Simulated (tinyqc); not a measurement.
Nanowire ballistic transistor, top-of-the-barrier model: one step of the calculation.

At the top of the source barrier, states moving towards the drain are filled by the source (Fermi level 0) and states moving back by the drain (Fermi level -q Vd); nothing scatters. U is the shift of the band edge there, set by the capacitances CG, CD and CS (the total) and by the charge. Parabolic one-dimensional subband; the source is grounded.

Question. Current, mean velocity and share of the gate voltage. N0 = gv sqrt(2 m kB T/pi)/hbar, CG = 2 pi eps0 eox/ln(1 + 2 tox/d), CS = CG/aG, n0 = n at U = 0 and Vd = 0. eta1 = -(E0 + U)/Vt, eta2 = eta1 - Vd/Vt, n = (N0/2)[F_(-1/2)(eta1) + F_(-1/2)(eta2)], F_(-1/2)(x) = (1/sqrt(pi)) int_0^infinity u^(-1/2)/(1 + exp(u - x)) du. I = gv (2 q^2/h) Vt [ln(1 + exp eta1) - ln(1 + exp eta2)]. Mean velocity I/(q n). CQ = (q/Vt) dn/d(eta1); the band edge follows the gate as -dU/dVg = aG/(1 + CQ/CS).

Parameters, values chosen for the exercise; mass and valleys close to those of silicon (two valleys):
- T = 350 K (temperature)
- m = 0.192 m0 (effective mass)
- gv = 2 (valley degeneracy)
- eox = 3.9 (relative permittivity of the gate insulator)
- tox = 1.7 nm (insulator thickness)
- d = 2 nm (wire diameter)
- aG = 0.94 (gate control CG/CS)
- E0 = 0.15 eV (band edge at the barrier top above the source Fermi level at zero bias)
- Vd = 0.4 V (drain voltage)

Constants: q = 1.602176634e-19 C, kB = 1.380649e-23 J/K, hbar = 1.054571817e-34 J s, h = 6.62607015e-34 J s, m0 = 9.1093837015e-31 kg, Vt = kB T/q, eps0 = 8.8541878128e-14 F/cm where lengths are in cm. Results are converted to the units shown.

converged U = -0.20068121 eV

Find: eta1; n; I; mean velocity; CQ; -dU/dVg.

Answer.

eta1 = 1.680
n = 2.921e6 cm^-1
I = 8.652 uA
mean velocity = 1.849e7 cm/s
CQ = 5.064 pF/cm
-dU/dVg = 0.2957 eV/V

The carriers from the source are near degeneracy (eta1 = 1.68), and the mean velocity is 1.39 times vT = sqrt(2 kB T/(pi m)) = 1.33e7 cm/s.

Computed by the program tinyqc: `OMP_NUM_THREADS=1 python tinyqc.py 2400074 2400075 out.jsonl`, one thread of a shared Intel Xeon 2.30GHz, about 0.04 s for the whole run.
